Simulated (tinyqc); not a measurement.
Polytypes and stacking faults of a tetrahedral semiconductor in an axial Ising model with couplings up to third neighbours: one step, computed by the program tinyqc.

Each double layer has s = +1 or -1 for the sense of its stacking step; E per pair of atoms = E0 - sum_n J_n <s_i s_(i+n)>, n = 1, 2, 3. Hexagonality h = (1 - <s_i s_(i+1)>)/2.

Question. Stacking-fault energies. Faults in 4H: the sequences single Shockley (31) (+++-), double Shockley (62) (++++++--), Frank-type (32) (+++--) are put between perfect repeats; k_n = (layers x C_n of the host) - sum_i s_i s_(i+n). gamma = sum k_n J_n/A, A = (sqrt 3/2) a^2; 1 meV/angstrom^2 = 16.02177 mJ/m^2.

Inputs (values chosen for the exercise, of the order of those of SiC for J, a, G and the gaps):
```
quantity                  value      unit
J1                          2.2  meV/pair
J2                        -3.75  meV/pair
J3                        -0.27  meV/pair
basal lattice constant a   3.08  angstrom
```

Host polytype: 4H.

fault coefficients k_n:
```
                      J1  J2  J3
single Shockley (31)   0  -4   0
double Shockley (62)  -4  -8   0
Frank-type (32)       -1  -2   3
```

Constants: 1 eV/angstrom^2 = 16.02176634 J/m^2.

Give: gamma; energy of the glide fault, single Shockley (31).

Answer.

gamma (mJ/m^2): single Shockley (31) 29.253, double Shockley (62) 41.344, Frank-type (32) 8.756

energy of the glide fault, single Shockley (31) = 29.253 mJ/m^2

The cheapest is the Frank-type (32) fault.
